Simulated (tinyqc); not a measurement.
Worked calculation: interdiffusion of a quantum well during annealing: blurred potential and shift of the confined levels. Computed by tinyqc, a small Python program that keeps every step. Command: `OMP_NUM_THREADS=1 python tinyqc.py 3030976 3030977 out.jsonl qwi walk`. One thread of a shared host (Intel(R) Xeon(R) Processor @ 2.30GHz), about 0.06 s of CPU time with the checks. Intermediate numbers are printed to about 6 digits and carried at full precision; extremes and crossings named in words are read from the listed rows.

A square well of width w is blurred by Fick diffusion with a constant coefficient; band offsets are linear in composition, masses are uniform, and strain and excitons are ignored.

Inputs (values chosen for the exercise, modelled on InGaAs in GaAs):
```
quantity,value,unit
well width w,5.6,nm
electron mass m_e,0.056,m_0
hole mass m_h,0.346,m_0
conduction offset V_c,0.12,eV
valence offset V_v,0.079,eV
prefactor D0,0.15,cm^2/s
activation energy E,3.46,eV
anneal temperature T,890,C
anneal time t,21,s
```

Constants: k_B = 8.617333262e-05 eV/K; hbar^2/(2 m_0) = 3.80998212 eV angstrom^2.

## Diffusion length

D = D0 exp(-E/(k_B T)); L = sqrt(D t); share of well material at the centre erf(w/(4L)); 1 nm = 1e-7 cm. Temperatures in kelvin are T(C) + 273.15.

diffusivity D = 1.52883e-16 cm^2/s

diffusion length L = 0.566617 nm

ratio L/w = 0.101182

share at the centre = 0.999525

## Levels before the anneal

Square well, ground state: take the lowest root of k tan(k w/2) = kappa, k^2 = E/c, kappa^2 = (V - E)/c, c = hbar^2/(2m) with hbar^2/(2 m_0) in eV angstrom^2.

electron level before the anneal = 56.9971 meV

hole level before the anneal = 16.7548 meV

Caution: the well mass is used in the barriers too; a heavier barrier mass would lower these levels.

## Levels after the anneal

With L = sqrt(D t) and the share at the centre erf(w/(4L)). After the anneal: V(z) = V {1 - (1/2)[erf((w/2 - z)/(2L)) + erf((w/2 + z)/(2L))]}, energies counted from the original well bottom. Finite differences on 3000 points over |z| < w/2 + 6L + 25 nm; shifts are taken against the same grid with cell-averaged square steps. Rise of the bottom = V (1 - share at the centre). Overlap = |<electron|hole>|^2.

shift of the electron level = 3.051 meV

shift of the hole level = 3.198 meV

blue shift of the transition = 6.25 meV

rise of the gap at the centre = 0.0946050 meV

overlap = 0.8921

The centre is still intact, so the shift comes from rounded edges that narrow the lower part of the well.

## Shift against diffusion length

First-order estimate for small L: the shift is 2 L^2 V |d(psi^2)/dz| at an edge, with psi the normalised square-well state: psi^2 = cos^2(k z)/(w/2 + 1/kappa) inside, so |d(psi^2)/dz| = k sin(k w)/(w/2 + 1/kappa).

Shifts (meV):
```
L/w,L (nm),share at the centre,electron,hole,sum,first-order sum
0.02,0.112,1,0.138,0.145,0.283,0.296036
0.04,0.224,1,0.534,0.555,1.088,1.18414
0.07,0.392,1.000000,1.548,1.606,3.154,3.62644
0.1,0.56,0.999593,2.987,3.129,6.117,7.40090
0.15,0.84,0.981578,6.074,6.559,12.633,16.6520
0.2,1.12,0.922900,9.629,10.699,20.327,29.6036
0.3,1.68,0.761407,16.711,19.023,35.733,66.6081
0.45,2.52,0.567942,25.275,28.627,53.902,149.868
0.7,3.92,0.386495,34.516,38.178,72.695,362.644
1,5.6,0.276326,41.016,44.384,85.4,740.090
```

The sum grows as L^1.94 between the first rows (L^2, linear in time, in first order) and as L^0.45 between the last, as it bends towards the limit V_c + V_v less the original levels, 125.2 meV. The first-order form is off by +5 % in the first row and +21 % at L/w = 0.1; it needs L well below the decay length 1/kappa. At L/w = 0.2 the hole level has moved by the larger share of its offset (13.5 % for the hole, 8.0 % for the electron).

Checks made by the program: finite differences against the square-well equation (relative difference 4e-06).
